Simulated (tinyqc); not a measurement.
Coherent transport through a tight-binding region between two chains, step by step. One step of it, computed by the program tinyqc.

Problem. Transmission at E = 0.68 eV. Surface Green function g = (E - i sqrt(4 t^2 - E^2)) / (2 t^2); self-energy tc^2 g on each contact site; G = (E - H - Sigma)^(-1); Gamma = -2 Im Sigma; T = Gamma_L Gamma_R |G_LR|^2; local density of states -Im G_ii / pi.

H of the central region (eV):
```
           1          2          3          4          5
1   0.000000  -2.380000   0.000000   0.000000   0.000000
2  -2.380000   0.000000  -2.380000   0.000000   0.000000
3   0.000000  -2.380000   0.000000  -2.380000   0.000000
4   0.000000   0.000000  -2.380000   0.000000  -2.380000
5   0.000000   0.000000   0.000000  -2.380000   0.000000
```

Leads: semi-infinite chains with site energy 0:

| parameter | value |
|---|---|
| lead hopping t (eV) | 2.770000 |
| coupling to the left lead (eV) | 0.570000 |
| coupling to the right lead (eV) | 0.340000 |
| left contact site | 1 |
| right contact site | 5 |

E = 0.680000 eV

Give: g; G; local density of states; transmission.

Solution.

g = 0.0443-0.3583i 1/eV

G (1/eV):
```
                 1                2                3                4
1   0.4196-0.0332i   0.3012-0.0112i  -0.5057+0.0364i  -0.1567+0.0008i
2   0.3012-0.0112i  -0.0848-0.0116i   0.1432+0.0145i   0.0439+0.0074i
3  -0.5057+0.0364i   0.1432+0.0145i   0.4647-0.0406i   0.1442-0.0029i
4  -0.1567+0.0008i   0.0439+0.0074i   0.1442-0.0029i  -0.0851-0.0066i
5   0.5504-0.0367i  -0.1557-0.0167i  -0.5059+0.0414i   0.3003+0.0048i

                 5
1   0.5504-0.0367i
2  -0.1557-0.0167i
3  -0.5059+0.0414i
4   0.3003+0.0048i
5   0.4201-0.0428i
```

local density of states (1/eV): 0.0106  0.0037  0.0129  0.0021  0.0136

transmission = 0.0059
